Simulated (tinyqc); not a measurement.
# MOSFET in the linear regime without short-channel effects, parameter extraction from computed curves, step by step

Numbers from tinyqc (`OMP_NUM_THREADS=1 python tinyqc.py 2210042 2210043 out.jsonl`; about 0.01 s on one thread of a shared Intel Xeon 2.30GHz). Printed values are rounded.

Inversion charge Q = Cox n Vt W0(exp((Vg - VT)/(n Vt))), W0 the Lambert function and n = nf; u = Q/Cox; mobility mu = mu0/(1 + th1 u + th2 u^2); channel resistance Rch = (L - dL)/(W mu Q); Id = Vd/(Rch + Rsd/W). Cox = eps0 eox/tox. Small Vd, no channel-length or drain effects.

Parameters, values chosen for the exercise; channel values of the order met in silicon transistors:
```
symbol,value,unit,meaning
T,300,K,temperature
eox,22.4,,relative permittivity of the gate insulator (close to hafnium oxide)
tox,4.8,nm,insulator thickness
mu0,450,cm^2/(V s),low-field mobility
th1,0.64,1/V,first mobility attenuation factor
th2,0,1/V^2,second mobility attenuation factor
VT,0.52,V,threshold voltage
nf,1.13,,body factor
W,0.5,um,gate width
L,0.52,um,drawn gate length
dL,0.016,um,drawn less effective length
Rsd,250,ohm um,source plus drain resistance
Vd,0.025,V,drain voltage
```

Constants: q = 1.602176634e-19 C, kB = 1.380649e-23 J/K, Vt = kB T/q, eps0 = 8.8541878128e-14 F/cm where lengths are in cm. Results are converted to the units shown.

## Transfer curve

Vg, point 0 to 8 (V): 0.36  0.44  0.52  0.6  0.68  0.76  0.84  0.92  1

u, mu, Rch and Id as defined.

```
point       u (V)  mu (cm^2/(V s))  Rch (ohm)     Id (uA)
0      1.21649e-4          449.965  4.45675e6  0.00560884
1      0.00177754          449.489  3.05329e5   0.0817451
2       0.0165678          445.279    33068.0    0.744757
3       0.0593116          433.543    9487.10     2.50323
4        0.118976          418.159    4903.47     4.62666
5        0.185934          402.146    3262.60     6.64434
6        0.256531          386.538    2460.21     8.44534
7        0.329241          371.681    1993.52     10.0260
8        0.403313          357.676    1691.11     11.4097
```

## Threshold and mobility at the peak transconductance

gm_i = (Id_(i+1) - Id_(i-1))/(Vg_(i+1) - Vg_(i-1)); at the point j of largest gm the tangent meets the axis at V_ext = Vg_j - Id_j/gm_j; field-effect mobility gm_j L/(W Cox Vd) with the drawn L.

gm, point 1 to 7 (uS): 4.61968  15.1343  24.2619  25.8819  23.8668  21.1354  18.5275
j = 4
V_ext = 0.501240 V
field-effect mobility = 260.576 cm^2/(V s)

V_ext is 19 mV below the model VT, and the mobility so found is 44 % below mu0 L/(L - dL) = 464 cm^2/(V s), the value for the drawn L; attenuation, series resistance and the slow approach of Q to a straight line all lower the peak gm.

## The Y function

Y_i = Id_i/sqrt(gm_i). For Id = beta Vd x/(1 + th x), x = Vg - VT, Y = sqrt(beta Vd) x whatever th. Slope s from points 4 and 7; VT_Y = Vg - Y/s at point 7; beta = s^2/Vd; mobility beta L/(W Cox) with the drawn L; th* = (beta Vd x/Id - 1)/x at point 7.

Y, point 1 to 7 (uA^0.5 V^0.5): 0.0380326  0.191440  0.508204  0.909429  1.36005  1.83701  2.32927
s = 5.91600 uA^0.5 V^-0.5
VT_Y = 0.526276 V
beta = 1399.96 uA/V^2
mobility from Y = 352.366 cm^2/(V s)
th* = 0.950975 1/V

The mobility from Y is 24 % below mu0 L/(L - dL) = 464 cm^2/(V s), which it should reach in deep inversion when th2 = 0. th* compares with th1 + mu0 Cox Rsd/(L - dL) = 1.56 1/V, since series resistance enters like th1. The match is poor here: at these overdrives Q is not yet a straight line in Vg.
